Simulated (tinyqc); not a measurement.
From a target wavelength to the width: optical transitions of a finite quantum well. Three cases, with inputs chosen for the exercise.

Problem. Which width puts the e1-hh1 edge, hc/(Eg + e1 + hh1), at the wavelength below?

Each carrier sees a square well of width L with its own depth V and masses m (inside), mb (outside); c = hbar^2/2m0, k = sqrt(m E/c), kappa = sqrt(mb (V - E)/c), and level n solves k L + 2 atan[(k/m)/(kappa/mb)] = n pi. The envelope is cos(kz) for odd n and sin(kz) for even n inside, joins exp(-kappa (|z| - L/2)) outside, and is normalised to 1. Excitons and band mixing are left out.

Constants: hbar^2/2m0 = 3.80998211 eV angstrom^2; hc = 1239.841984 eV nm.

Case 1.

Values chosen (near those of an InGaAs well in InP; the results hold for these values, not for the real material): Eg = 0.816 eV (gap of the well); Vc = 0.249 eV (conduction offset); Vv = 0.351 eV (valence offset); me = 0.0412 m0 (electron, well); meb = 0.084 m0 (electron, barrier); mh = 0.394 m0 (heavy hole along z, well); mhb = 0.537 m0 (heavy hole, barrier).

edge wavelength = 1450.367 nm

Case 2.

Values chosen (near those of an InGaAs well in InP; the results hold for these values, not for the real material): Eg = 0.822 eV (gap of the well); Vc = 0.254 eV (conduction offset); Vv = 0.365 eV (valence offset); me = 0.0407 m0 (electron, well); meb = 0.0838 m0 (electron, barrier); mh = 0.37 m0 (heavy hole along z, well); mhb = 0.545 m0 (heavy hole, barrier).

edge wavelength = 1464.334 nm

Case 3.

Values chosen (near those of a GaAs well in AlGaAs; the results hold for these values, not for the real material): Eg = 1.501 eV (gap of the well); Vc = 0.235 eV (conduction offset); Vv = 0.121 eV (valence offset); me = 0.0662 m0 (electron, well); meb = 0.0911 m0 (electron, barrier); mh = 0.333 m0 (heavy hole along z, well); mhb = 0.401 m0 (heavy hole, barrier).

edge wavelength = 787.301 nm

Find: e1 + hh1 needed; L; e1; hh1.

Solution. Both confinement energies fall steadily with L, so their sum meets the target once; bisection in L finds it.

Case 1.

e1 + hh1 needed = 38.8 meV
L = 113.0 angstrom
e1 = 32.8 meV
hh1 = 6.1 meV

Case 2.

e1 + hh1 needed = 24.7 meV
L = 155.0 angstrom
e1 = 21.1 meV
hh1 = 3.6 meV

Case 3.

e1 + hh1 needed = 73.8 meV
L = 62.0 angstrom
e1 = 57.7 meV
hh1 = 16.1 meV

Computed by tinyqc, one run a case: `OMP_NUM_THREADS=1 python tinyqc.py N N+1 out.jsonl` with N = 1251345, 1251375, 1251534; one thread of a shared Intel(R) Xeon(R) Processor @ 2.30GHz, about 0.1 s a run at most.
